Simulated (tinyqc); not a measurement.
Comparisons within one model: deformation-potential model of the L valleys of a conduction band. A value that a table varies takes the place of the one given here.

Valleys with axes along [111], [1-1-1], [-11-1] and [-1-11], one whole valley each. Herring-Vogt shift of a valley with unit axis a: dE = Xd tr(e) + Xu a.e.a. Non-degenerate shares n_i = exp(-dE_i/kT)/sum_j exp(-dE_j/kT). Inverse mass tensor of a valley: (1 - a a)/mt + a a/ml; the masses are taken as independent of strain.

s11 = (C11 + C12)/((C11 - C12)(C11 + 2 C12)), s12 = -C12/((C11 - C12)(C11 + 2 C12)), s44 = 1/C44; exx = s11 sxx + s12 (syy + szz) and cyclic, exy = s44 sxy/2; tension is positive. A uniaxial stress X along the unit vector n is s_ij = X n_i n_j.

Constants: kB = 8.617333262e-05 eV/K.

Inputs chosen for the exercise (near those of Ge; the results hold for these values, not for the real material): ml = 1.639 m0 (longitudinal mass); mt = 0.081 m0 (transverse mass); Xd = -6.65 eV (dilation potential); Xu = 15.6 eV (uniaxial potential); C11 = 129 GPa; C12 = 49.2 GPa; C44 = 64.9 GPa; load = uniaxial [110] (kind of stress); T = 150 K (temperature); X1 = 0.4 GPa (size of the stress); X = 0.97 GPa (stress).

## Sweep of a uniaxial [110] stress

m_c = 1/(u.M.u) along [111] with M = sum_i n_i (inverse mass tensor); gain against zero stress at a fixed scattering time.

Results:

| X (GPa) | spread (meV) | lowest edge (meV) | n [111] | n [1-1-1] | n [-11-1] | n [-1-11] | m_c (m0) | gain (%) |
|---|---|---|---|---|---|---|---|---|
| -1.50 | 120.2 | -50.5 | 0.500 | 0.000 | 0.000 | 0.500 | 0.1716 | -30.9 |
| -0.75 | 60.1 | -25.3 | 0.495 | 0.005 | 0.005 | 0.495 | 0.1702 | -30.3 |
| -0.30 | 24.0 | -10.1 | 0.433 | 0.067 | 0.067 | 0.433 | 0.1532 | -22.6 |
| 0.00 | 0.0 | 0.0 | 0.250 | 0.250 | 0.250 | 0.250 | 0.1186 | 0.0 |
| 0.30 | 24.0 | -13.9 | 0.067 | 0.433 | 0.433 | 0.067 | 0.0967 | 22.6 |
| 0.75 | 60.1 | -34.8 | 0.005 | 0.495 | 0.495 | 0.005 | 0.0910 | 30.3 |
| 1.50 | 120.2 | -69.7 | 0.000 | 0.500 | 0.500 | 0.000 | 0.0906 | 30.9 |

Along [111] the gain is -30.9 % at -1.50 GPa and +30.9 % at 1.50 GPa. The slope at zero stress (from +/- 0.001 GPa), +95.8 % per GPa, carried to the ends would give -144 and +144 %; the response falls behind at both ends, as it saturates once the spread passes a few kT (kT = 12.9 meV, spread up to 120 meV).

## Gain for each load and current direction

Each load has the size X1. Gain m_c(0)/m_c - 1 in per cent from repopulation alone, m_c = 1/(u.M.u), M = sum_i n_i (inverse mass tensor); biaxial means sxx = syy.

Gain (%); + is tension, - compression:

| load | [100] | [010] | [001] | [110] | [1-10] | [111] |
|---|---|---|---|---|---|---|
| uniaxial [110] (+) | 0.0 | 0.0 | 0.0 | 39.2 | -39.2 | 26.1 |
| uniaxial [110] (-) | 0.0 | 0.0 | 0.0 | -39.2 | 39.2 | -26.1 |
| uniaxial [100] (+) | 0.0 | 0.0 | 0.0 | 0.0 | 0.0 | 0.0 |
| uniaxial [100] (-) | 0.0 | 0.0 | 0.0 | 0.0 | 0.0 | 0.0 |
| uniaxial [111] (+) | 0.0 | 0.0 | 0.0 | 14.7 | -14.7 | 29.4 |
| uniaxial [111] (-) | 0.0 | 0.0 | 0.0 | -40.3 | 40.3 | -80.5 |
| biaxial (001) (+) | 0.0 | 0.0 | 0.0 | 0.0 | 0.0 | 0.0 |
| biaxial (001) (-) | 0.0 | 0.0 | 0.0 | 0.0 | 0.0 | 0.0 |

The largest gain is +40.3 %, for uniaxial [111] (-) with the current along [1-10]; for a [110] channel it is +39.2 %, under uniaxial [110] (+). No gain or loss appears under biaxial (001) and uniaxial [100]: the valleys stay equivalent.

## Temperature and repopulation

The load is fixed; m_c along [111] as 1/(u.M.u).

Results:

| T (K) | kT (meV) | n [111] | n [1-1-1] | n [-11-1] | n [-1-11] | m_c (m0) |
|---|---|---|---|---|---|---|
| 50 | 4.31 | 0.000 | 0.500 | 0.500 | 0.000 | 0.0906 |
| 77 | 6.64 | 0.000 | 0.500 | 0.500 | 0.000 | 0.0906 |
| 150 | 12.93 | 0.001 | 0.499 | 0.499 | 0.001 | 0.0907 |
| 225 | 19.39 | 0.009 | 0.491 | 0.491 | 0.009 | 0.0913 |
| 300 | 25.85 | 0.024 | 0.476 | 0.476 | 0.024 | 0.0926 |
| 400 | 34.47 | 0.047 | 0.453 | 0.453 | 0.047 | 0.0948 |
| 500 | 43.09 | 0.071 | 0.429 | 0.429 | 0.071 | 0.0970 |

The largest share falls from 0.500 at 50 K to 0.429 at 500 K (equal shares: 0.250); m_c goes from 0.0906 to 0.0970, against 0.1186 without stress. Only spread/kT enters, so the small-stress response goes as 1/T.

## What each parameter does

Spread of the valley edges, lowest edge, largest share and m_c along [111]. Each row changes one parameter from the base and keeps the others.

Results:

| case | spread (meV) | lowest edge (meV) | largest share | m_c (m0) |
|---|---|---|---|---|
| base | 77.72 | -45.04 | 0.4988 | 0.0907 |
| ml = 1.311 m0 | 77.72 | -45.04 | 0.4988 | 0.0905 |
| mt = 0.065 m0 | 77.72 | -45.04 | 0.4988 | 0.0728 |
| Xd = -5.32 eV | 77.72 | -39.37 | 0.4988 | 0.0907 |
| Xu = 18.72 eV | 93.26 | -48.38 | 0.4996 | 0.0906 |
| C11 = 154.8 GPa | 77.72 | -44.41 | 0.4988 | 0.0907 |
| C12 = 59.04 GPa | 77.72 | -44.55 | 0.4988 | 0.0907 |
| C44 = 51.92 GPa | 97.15 | -54.76 | 0.4997 | 0.0906 |
| X = 0.776 GPa | 62.18 | -36.04 | 0.4960 | 0.0909 |
| T = 180 K | 77.72 | -45.04 | 0.4967 | 0.0908 |

The largest shifts from the base row, up to three for each result and ties (the steps differ in size, so this ranks the rows, not the parameters). spread (meV): C44 +19.43, Xu +15.54, X -15.54; unchanged at the printed digits by ml, mt, Xd, C11, C12 and T. lowest edge (meV): C44 -9.71, X +9.01, Xd +5.67; unchanged at the printed digits by ml, mt and T. largest share: X -0.0028, T -0.0021, C44 +0.0009, Xu +0.0009; unchanged at the printed digits by ml, mt, Xd, C11 and C12. m_c (m0): mt -0.0178, X +0.0002, T +0.0002; unchanged at the printed digits by Xd, C11 and C12. Xd moves all valleys together, so it shifts the edge and nothing else.

Run: tinyqc, `OMP_NUM_THREADS=1 python tinyqc.py 1050798 1050799 out.jsonl`; Intel(R) Xeon(R) Processor @ 2.30GHz, one thread, shared host; about 0.05 s of CPU time with all checks.
